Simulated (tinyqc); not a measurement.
Threshold spread from leakage statistics.

Question. VT is Gaussian with standard deviation s and Ioff goes as exp(-VT/(n Vt)), so Ioff is log-normal: mean/median = exp(w^2/2) with w = s/(n Vt). Find w, s, the relative standard deviation sqrt(exp(w^2) - 1) and the share of devices that leak more than the mean, erfc(w/(2 sqrt(2)))/2.

Parameters, values chosen for the exercise:

| symbol | value | unit | meaning |
|---|---|---|---|
| T | 300 | K | temperature |
| n | 1.48 |  | subthreshold factor |

Constants: q = 1.602176634e-19 C, kB = 1.380649e-23 J/K, Vt = kB T/q. Results are converted to the units shown.

mean/median of the off current = 1.0350276

Answer. w = sqrt(2 ln(mean/median)); the mean lies w/2 standard deviations out in ln Ioff.

w = 0.262
s = 10.0 mV
relative standard deviation = 0.267
share above the mean = 44.8 %

Computed by the program tinyqc: `OMP_NUM_THREADS=1 python tinyqc.py 2090113 2090114 out.jsonl`, one thread of a shared Intel Xeon 2.30GHz, about 0.01 s for the whole run.
